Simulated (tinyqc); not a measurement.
Inside a calculation. Method: RKS/LDA (PW92) in the cc-pvdz basis, for He, spin multiplicity 1. One step of it, computed by the program tinyqc.

Question. Iteration 2: building the Kohn-Sham matrix. J_ij = sum D_kl (ij|kl); F = H + J + V_xc; E = tr D H + tr D J / 2 + E_xc + E_nn.

D after iteration 1:
```
           1He 1s    1He 2s   1He 2px   1He 2py   1He 2pz
1He 1s   0.659978  0.610812  0.000000  0.000000  0.000000
1He 2s   0.610812  0.565308  0.000000  0.000000  0.000000
1He 2px  0.000000  0.000000  0.000000  0.000000  0.000000
1He 2py  0.000000  0.000000  0.000000  0.000000  0.000000
1He 2pz  0.000000  0.000000  0.000000  0.000000  0.000000
```

core Hamiltonian H = T + V (hartree):
```
            1He 1s     1He 2s   1He 2px   1He 2py   1He 2pz
1He 1s   -1.880253  -1.545789  0.000000  0.000000  0.000000
1He 2s   -1.545789  -1.294671  0.000000  0.000000  0.000000
1He 2px   0.000000   0.000000  0.784997  0.000000  0.000000
1He 2py   0.000000   0.000000  0.000000  0.784997  0.000000
1He 2pz   0.000000   0.000000  0.000000  0.000000  0.784997
```

Two-electron integrals (ij|kl) in chemists' order, unique and non-zero (hartree):
```
(11|11) 1.543036   (21|11) 0.784979   (21|21) 0.426774   (22|11) 0.803460
(22|21) 0.475908   (22|22) 0.615562   (31|31) 0.177307   (32|31) 0.142524
(32|32) 0.130008   (33|11) 1.099799   (33|21) 0.627782   (33|22) 0.734404
(33|33) 1.040531   (41|41) 0.177307   (42|41) 0.142524   (42|42) 0.130008
(43|43) 0.063706   (44|11) 1.099799   (44|21) 0.627782   (44|22) 0.734404
(44|33) 0.913119   (44|44) 1.040531   (51|51) 0.177307   (52|51) 0.142524
(52|52) 0.130008   (53|53) 0.063706   (54|54) 0.063706   (55|11) 1.099799
(55|21) 0.627782   (55|22) 0.734404   (55|33) 0.913119   (55|44) 0.913119
(55|55) 1.040531
```

nuclear repulsion = 0 hartree

V_xc (hartree):
```
            1He 1s     1He 2s    1He 2px    1He 2py    1He 2pz
1He 1s   -0.830771  -0.415982   0.000000   0.000000   0.000000
1He 2s   -0.415982  -0.396117   0.000000   0.000000   0.000000
1He 2px   0.000000   0.000000  -0.576918   0.000000   0.000000
1He 2py   0.000000   0.000000   0.000000  -0.576918   0.000000
1He 2pz   0.000000   0.000000   0.000000   0.000000  -0.576918
```

E_xc = sum of w rho eps_xc = -0.97715483 hartree

Give: Coulomb J; Kohn-Sham matrix F; total energy of this density.

Answer.

Coulomb J (hartree):
```
         1He 1s  1He 2s  1He 2px  1He 2py  1He 2pz
1He 1s   2.4315  1.3085   0.0000   0.0000   0.0000
1He 2s   1.3085  1.4596   0.0000   0.0000   0.0000
1He 2px  0.0000  0.0000   1.9079   0.0000   0.0000
1He 2py  0.0000  0.0000   0.0000   1.9079   0.0000
1He 2pz  0.0000  0.0000   0.0000   0.0000   1.9079
```

Kohn-Sham matrix F (hartree):
```
          1He 1s   1He 2s  1He 2px  1He 2py  1He 2pz
1He 1s   -0.2795  -0.6533   0.0000   0.0000   0.0000
1He 2s   -0.6533  -0.2312   0.0000   0.0000   0.0000
1He 2px   0.0000   0.0000   2.1160   0.0000   0.0000
1He 2py   0.0000   0.0000   0.0000   2.1160   0.0000
1He 2pz   0.0000   0.0000   0.0000   0.0000   2.1160
```

total energy of this density = -2.824172 hartree
